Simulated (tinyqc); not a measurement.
From results back to parameters: round or elliptic silicon nanowire with anisotropic valleys (Ritz method). Four cases, with inputs chosen for the exercise.

Problem. For a circular wire every level scales as 1/R^2. The lowest level of group A was computed from a hidden radius.

Wire along x = [100] on a (001) wafer, y = [010], z = [001]. Valley groups, two valleys each (w = inverse masses): A, axis along z: w_y = 1/mt, w_z = 1/ml, m_x = mt; B, axis along y: w_y = 1/ml, w_z = 1/mt, m_x = mt; C, axis along x: w_y = w_z = 1/mt, m_x = ml.

Hard wall on the ellipse (y/a)^2 + (z/b)^2 = 1, c = hbar^2/2m0. With u = y/a, v = z/b the operator is -c [(w_y/a^2) d2/du2 + (w_z/b^2) d2/dv2] on the unit disc. Basis (1 - u^2 - v^2) u^i v^j; S, X and Y are the disc integrals of f f', (df/du)(df'/du) and (df/dv)(df'/dv), from the integral of u^p v^q = 2 Gamma((p+1)/2) Gamma((q+1)/2)/((p + q + 2) Gamma((p+q+2)/2)) for even p, q; H = c (w_y X/a^2 + w_z Y/b^2).

Converged values use 21 functions of each parity class (e or o in u, then in v).

Constants: hbar^2/2m0 = 3.80998211 eV angstrom^2.

Find: E R^2/c; R.

Case 1.

Values chosen (out of a larger set: near those of a Si nanowire; not measured data): ml = 0.901 m0 (longitudinal mass); mt = 0.191 m0 (transverse mass).

level = 0.047611 eV

Solution.

E R^2/c = 18.045
R = 38.0 angstrom

Solve once for R = 1 and scale. The mean inverse mass would give 2.404826^2 (1/mt + 1/ml)/2 = 18.349, 1.7 % too high.

Case 2.

Values chosen (out of a larger set: near those of a Si nanowire; not measured data): ml = 0.923 m0 (longitudinal mass); mt = 0.19 m0 (transverse mass).

level = 0.305417 eV

Solution.

E R^2/c = 18.037
R = 15.0 angstrom

Solve once for R = 1 and scale. The mean inverse mass would give 2.404826^2 (1/mt + 1/ml)/2 = 18.352, 1.7 % too high.

Case 3.

Values chosen (out of a larger set: near those of a Si nanowire; not measured data): ml = 0.903 m0 (longitudinal mass); mt = 0.193 m0 (transverse mass).

level = 0.042593 eV

Solution.

E R^2/c = 17.887
R = 40.0 angstrom

Solve once for R = 1 and scale. The mean inverse mass would give 2.404826^2 (1/mt + 1/ml)/2 = 18.185, 1.7 % too high.

Case 4.

Values chosen (out of a larger set: near those of a Si nanowire; not measured data): ml = 0.922 m0 (longitudinal mass); mt = 0.189 m0 (transverse mass).

level = 0.088044 eV

Solution.

E R^2/c = 18.117
R = 28.0 angstrom

Solve once for R = 1 and scale. The mean inverse mass would give 2.404826^2 (1/mt + 1/ml)/2 = 18.436, 1.8 % too high.

Computed by tinyqc, one run a case: `OMP_NUM_THREADS=1 python tinyqc.py N N+1 out.jsonl` with N = 1252462, 1252488, 1252579, 1252595; one thread of a shared Intel(R) Xeon(R) Processor @ 2.30GHz, about 0.06 s a run at most.
